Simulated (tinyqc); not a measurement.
FCI on RHF in the sto-3g basis, for H4, spin multiplicity 1, step by step. One step of it, computed by the program tinyqc.

Task: Iteration 1: building the Fock matrix. J_ij = sum D_kl (ij|kl), K_ij = sum D_kl (ik|jl); F = H + J - 0.5 K; E = tr D H + tr D J / 2 - 0.25 tr D K + E_nn.

D at the start, lower triangle:
```
          1H 1s     2H 1s     3H 1s     4H 1s
1H 1s  0.933781
2H 1s  0.093912  0.933781
3H 1s  0.044865  0.022765  0.933781
4H 1s  0.022765  0.044865  0.093912  0.933781
```

core Hamiltonian H = T + V (hartree), lower triangle:
```
           1H 1s      2H 1s      3H 1s      4H 1s
1H 1s  -1.590655
2H 1s  -1.231596  -1.590655
3H 1s  -0.211013  -0.172682  -1.590655
4H 1s  -0.172682  -0.211013  -1.231596  -1.590655
```

Two-electron integrals (ij|kl) in chemists' order, unique and non-zero (hartree):
```
(11|11) 0.774606   (21|11) 0.422591   (21|21) 0.272456   (22|11) 0.555421
(22|21) 0.422591   (22|22) 0.774606   (31|11) 0.048647   (31|21) 0.028726
(31|22) 0.040934   (31|31) 0.005707   (32|11) 0.035119   (32|21) 0.023176
(32|22) 0.036824   (32|31) 0.004247   (32|32) 0.003448   (33|11) 0.254736
(33|21) 0.158333   (33|22) 0.238699   (33|31) 0.048647   (33|32) 0.036824
(33|33) 0.774606   (41|11) 0.036824   (41|21) 0.023176   (41|22) 0.035119
(41|31) 0.004247   (41|32) 0.003412   (41|33) 0.035119   (41|41) 0.003448
(42|11) 0.040934   (42|21) 0.028726   (42|22) 0.048647   (42|31) 0.004854
(42|32) 0.004247   (42|33) 0.040934   (42|41) 0.004247   (42|42) 0.005707
(43|11) 0.158333   (43|21) 0.101723   (43|22) 0.158333   (43|31) 0.028726
(43|32) 0.023176   (43|33) 0.422591   (43|41) 0.023176   (43|42) 0.028726
(43|43) 0.272456   (44|11) 0.238699   (44|21) 0.158333   (44|22) 0.254736
(44|31) 0.040934   (44|32) 0.035119   (44|33) 0.555421   (44|41) 0.036824
(44|42) 0.048647   (44|43) 0.422591   (44|44) 0.774606
```

nuclear repulsion = 2.34750983 hartree

Give: Coulomb J; exchange K; Fock matrix F; total energy of this density.

Result:

Coulomb J (hartree), lower triangle:
```
       1H 1s  2H 1s  3H 1s  4H 1s
1H 1s  1.823
2H 1s  1.162  1.823
3H 1s  0.179  0.144  1.823
4H 1s  0.144  0.179  1.162  1.823
```

exchange K (hartree), lower triangle:
```
       1H 1s  2H 1s  3H 1s  4H 1s
1H 1s  1.076
2H 1s  0.884  1.076
3H 1s  0.170  0.157  1.076
4H 1s  0.157  0.170  0.884  1.076
```

Fock matrix F (hartree), lower triangle:
```
        1H 1s   2H 1s   3H 1s   4H 1s
1H 1s  -0.305
2H 1s  -0.511  -0.305
3H 1s  -0.117  -0.107  -0.305
4H 1s  -0.107  -0.117  -0.511  -0.305
```

total energy of this density = -1.56307 hartree

This density is the starting one; it is not idempotent, so its energy is not variational and may lie below the converged one.
